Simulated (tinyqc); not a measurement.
Schottky barrier with interface states (Cowley-Sze model), image lowering and contact resistance: one step, computed by the program tinyqc. Command: `OMP_NUM_THREADS=1 python tinyqc.py 3000997 3000998 out.jsonl pinning walk`. One thread of a shared host (Intel(R) Xeon(R) Processor @ 2.30GHz), about 0.01 s of CPU time with the checks.

An n-type semiconductor under a metal. The barrier lies between the Schottky-Mott limit phi_M - chi and the Bardeen limit E_g - E_n, E_n being the neutrality level of the interface states; the space-charge term of the full Cowley-Sze expression is left out.

Task: Tunnelling scale and contact resistivity. A* = 4 pi e m_e M_c k_B^2/h^3 (a simple valley count); J_s = A* T^2 exp(-phi/k_B T). E_00 = (e hbar/2) sqrt(N/(m_e eps_s eps_0)), E_0 = E_00 coth(E_00/k_B T); scaling form of the contact resistivity rho_c = (k_B/(e A* T)) exp(phi_B/E_0), which is the thermionic result when E_00 << k_B T and keeps only the leading exponential of tunnelling when E_00 >> k_B T; image lowering is left out of it.

Inputs (values chosen for the exercise, with gap, mass and screening modelled on 4H-SiC):
```
quantity,value,unit
dielectric constant eps_s,9.31,-
electron mass m_e,0.395,m_0
valleys M_c,3,-
donor density N,3.2e+18,cm^-3
temperature T,300,K
```

Pinning factor from: interface states.

barrier phi_B = 1.225238 eV

Constants: k_B = 8.617333262e-05 eV/K; hbar = 1.054571817e-34 J s; m_0 = 9.1093837015e-31 kg; eps_0 = 8.8541878128e-12 F/m; e = 1.602176634e-19 C; k_B = 1.380649e-23 J/K; h = 6.62607015e-34 J s.

Give: E_00; E_00/k_B T; E_0; contact resistivity rho_c.

Result:

E_00 = 0.017319 eV

E_00/k_B T = 0.66994

E_0 = 0.029609 eV

contact resistivity rho_c = 1.8894e+09 ohm cm^2

With the usual bounds 0.5 and 5 on E_00/k_B T the regime is thermionic-field emission; so large a rho_c means a blocking contact. Caution: outside the thermionic regime the prefactor of rho_c is only an order-of-magnitude estimate.
